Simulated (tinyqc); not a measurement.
# One electron in a tunnel-coupled double dot: charge qubit, sensing and quantum capacitance: what changes with what

Basis (left, right), H = [[ep/2, tc], [tc, -ep/2]], splitting Om = sqrt(ep^2 + 4 tc^2), ep = al times the gate voltage. In equilibrium the electron is on the right with the chance P_R = [1 + (ep/Om) tanh(Om/2 kB T)]/2.

Inputs (values chosen for the exercise):
- tc = 19 ueV (tunnel coupling)
- T = 0.036 K (electron temperature)
- al = 0.3 eV/V (lever arm of the gate on the detuning)
- f0 = 601 MHz (resonator frequency)
- se = 5.5 ueV (deviation of quasi-static detuning noise)

Constants: q = 1.602176634e-19 C, kB = 1.380649e-23 J/K, hbar = 1.054571817e-34 J s, h = 6.62607015e-34 J s, Vt = kB T/q. Results are converted to the units shown.

Each table varies one quantity; the others keep the values above.

## Peak signal against tunnel coupling

At ep = 0: q^2 al^2 dP_R/d(ep) splits into Cq = q^2 al^2 (2 tc^2/Om^3) tanh(Om/2 kB T) and Ct = q^2 al^2 (ep/Om)^2/(4 kB T cosh^2(Om/2 kB T)); Ct appears only if relaxation is faster than the drive. A resonator of frequency f0, capacitance Cp and quality factor Q shifts by df = -f0 Cq/(2 Cp) and its phase by -2 Q Cq/Cp. The slope dP_R/d(ep) there is tanh(tc/kB T)/(4 tc).

Results:
```
tc (ueV)	tc/kB T	Cq (aF)	slope (1/ueV)	2 tc/h (GHz)
0.39	0.1257	1156	0.08017	0.1886
0.77	0.2482	1139	0.07897	0.3724
1.5	0.4835	1079	0.07484	0.7254
3	0.9670	898.1	0.06228	1.451
5.9	1.902	584.4	0.04053	2.853
23	7.414	156.7	0.01087	11.12
45	14.51	80.11	0.005556	21.76
```

Estimate the missing row, tc = 12 ueV.

Computed row:
```
tc (ueV)	tc/kB T	Cq (aF)	slope (1/ueV)	2 tc/h (GHz)
12	3.868	300.1	0.02082	5.803
```

With this row back in the table: The peak Cq falls from 1160 to 80.1 aF: it levels off at q^2 al^2/(4 kB T) = 1160 aF for weak coupling and goes as tc^(-1.00) between the last two rows. Below tc of about kB T the slope measures temperature rather than coupling. For tc = 0.39, 0.77, 1.5, 3 2 tc/h is less than three times the drive frequency f0, so the electron cannot follow adiabatically.

## Coherence against detuning

Noise in ep shifts Om by (ep/Om) d + (2 tc^2/Om^3) d^2. For Gaussian d of deviation se the spread of Om is sqrt[(ep se/Om)^2 + 2 (2 tc^2 se^2/Om^3)^2], and T2* is estimated as sqrt(2) hbar/spread; Om T2*/h counts the oscillations within T2*.

Results:
```
ep (ueV)	Om (ueV)	T2* (ns)	oscillations within T2*
0	38.000	1.6537	15.195
0.95	38.012	1.6079	14.779
1.9	38.047	1.4907	13.714
7.6	38.753	0.77433	7.2557
15	40.853	0.44977	4.4430
28	47.202	0.28416	3.2432
57	68.505	0.20336	3.3686
110	116.38	0.17906	5.0388
```

Estimate the missing row, ep = 3.8 ueV.

Computed row:
```
ep (ueV)	Om (ueV)	T2* (ns)	oscillations within T2*
3.8	38.190	1.1947	11.032
```

With this row back in the table: T2* falls from 1.65 to 0.179 ns, towards sqrt(2) hbar/se = 0.169 ns far from the anticrossing; the first row is 9.24 times the last. First and second order are equal near ep = sqrt(2) se/2 = 3.89 ueV.

## Line shape against detuning

q^2 al^2 dP_R/d(ep) splits into Cq = q^2 al^2 (2 tc^2/Om^3) tanh(Om/2 kB T) and Ct = q^2 al^2 (ep/Om)^2/(4 kB T cosh^2(Om/2 kB T)); Ct appears only if relaxation is faster than the drive. A Ct of 0 means below 1e-6 aF.

Line shape against detuning:
```
ep (ueV)	Om (ueV)	P_R	Cq (aF)	Ct (aF)
0	38.00	0.5000	189.7	0
13.3	40.26	0.6652	159.5	0.001172
26.6	46.38	0.7867	104.3	4.906e-4
39.9	55.10	0.8621	62.24	4.713e-5
53.2	65.38	0.9069	37.26	2.167e-6
66.5	76.59	0.9341	23.17	0
79.8	88.39	0.9514	15.08	0
93.1	100.6	0.9629	10.24	0
106.4	113.0	0.9709	7.219	0
119.7	125.6	0.9766	5.256	0
133	138.3	0.9808	3.934	0
```

Cq falls from 190 to 3.93 aF, and Ct goes from 0 through a maximum of 0.00117 (at ep = 13.3 ueV among the rows listed) to 0 aF. Among the rows listed Ct reaches at most 6.18e-4 % of the peak of Cq, with tc/kB T = 6.1: the line is set by the coupling, and its half width is near 1.53 tc.

Program tinyqc, `OMP_NUM_THREADS=1 python tinyqc.py 2470116 2470117 out.jsonl`; Intel Xeon 2.30GHz, shared host, one thread, about 0.01 s.
